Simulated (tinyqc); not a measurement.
Comparisons within one model: polytypes by hexagonality, and a cubic inclusion as a quantum well. A value that a table varies takes the place of the one given here.

Gap: E3 + (E2 - E3) h. Valence top Ev2 h and polarisation P2 h, both counted from 3C; Ec = Ev + gap.

A cubic inclusion of width L = N d in the host (h = 1) is a well of depth V = Ec(host) - Ec(3C). Square well with mass mismatch: k tan(k L/2) = (m_w/m_b) q, k = sqrt(m_w E/c), q = sqrt(m_b (V - E)/c), c = hbar^2/2m0, lowest root. The depth of the level, V - E, is its binding, and the transition to the valence top of the host is gap(host) - (V - E). The step in polarisation gives a field |F| = |P|/(eps eps0) in a thin inclusion, eps0 = 8.8541878e-12 F/m.

Constants: hbar^2/2m0 = 3.80998211 eV angstrom^2.

Parameters, chosen for this exercise (of the order of those of GaN; shifted at random, so the results belong to these values and not to a real crystal): E3 = 3.251 eV (gap of the cubic polytype); E2 = 3.521 eV (gap of 2H); Ev2 = 0.063 eV (valence top of 2H above that of 3C); P2 = -0.0171 C/m^2 (spontaneous polarisation of 2H); m = (0.197, 0.203) m0 (electron mass along c in the cubic layer and in the host); d = 2.585 angstrom (thickness of a double layer); eps = 9.7 (dielectric constant); N = 5 (double layers in the cubic inclusion).

## Width of the inclusion

Without the field: square well. With it, the potential inside is |F| (z - L/2), the host conduction edge lies at V - |F| L/2 on one side and V + |F| L/2 on the other, and the lowest level E_F is found by finite differences (step 0.25 angstrom, wide box, good to about 1 meV). Holes sit in the host on the high side, so the transition is gap(host) - V + E_F - |F| L/2. A dash: bound by less than 2 meV or not at all.

Results:
```
N   L (angstrom)  depth (eV)  transition (eV)  depth below the low side, with field (eV)  transition with field (eV)
1           2.58       0.009            3.512                                          -                           -
2           5.17       0.034            3.487                                      0.002                       3.416
3           7.75       0.066            3.455                                      0.011                       3.355
4          10.34       0.099            3.422                                      0.023                       3.292
6          15.51       0.155            3.366                                      0.040                       3.172
8          20.68       0.197            3.324                                      0.049                       3.060
12         31.02       0.247            3.274                                      0.053                       2.850
```

The square well binds a level even at N = 1 (9 meV), as any symmetric one-dimensional well does; the depth grows to 247 of 333 meV, and the transition tends to E3 - Ev(host) = 3.188 eV. With the field the level is bound by 2 meV or more for N = 2, 3, 4, 6, 8 and 12, and the transition is lowered by 71 meV at N = 2 and 424 meV at N = 12, where |F| L/2 = 309 meV. Free carriers or surface charge screen the field and the step between the two sides; with the field removed every row returns to its square-well depth, and the attraction to the hole, left out here, binds the electron further.

## What each parameter does

Well depth, depth of the level, transition without the field and field. Each row changes one parameter from the base and keeps the others.

Results:
```
case                   V (eV)  depth (eV)  transition (eV)  |F| (MV/cm)
base                   0.3330      0.1288           3.3922        1.991
N = 6                  0.3330      0.1551           3.3659        1.991
Ev2 = 0.093 eV         0.3630      0.1471           3.3739        1.991
E3 = 3.231 eV          0.3530      0.1410           3.3800        1.991
E2 = 3.551 eV          0.3630      0.1471           3.4039        1.991
P2 = -0.0222 C/m^2     0.3330      0.1288           3.3922        2.585
eps = 10.7             0.3330      0.1288           3.3922        1.805
m = (0.236, 0.203) m0  0.3330      0.1326           3.3884        1.991
```

The largest shifts from the base row, up to three for each result and ties (the steps differ in size, so this ranks the rows, not the parameters). V (eV): E2 +0.0300, Ev2 +0.0300, E3 +0.0200; unchanged at the printed digits by N, P2, eps and m. depth (eV): N +0.0263, E2 +0.0183, Ev2 +0.0183; unchanged at the printed digits by P2 and eps. transition (eV): N -0.0263, Ev2 -0.0183, E3 -0.0121; unchanged at the printed digits by P2 and eps. |F| (MV/cm): P2 +0.594, eps -0.186; unchanged at the printed digits by N, Ev2, E3, E2 and m.

Computed by tinyqc, a small Python program: `OMP_NUM_THREADS=1 python tinyqc.py 1880196 1880197 out.jsonl` (the numbers bound the seed that draws the inputs); one thread of a shared host (Intel(R) Xeon(R) Processor @ 2.30GHz), about 0.05 s for the whole set of steps.
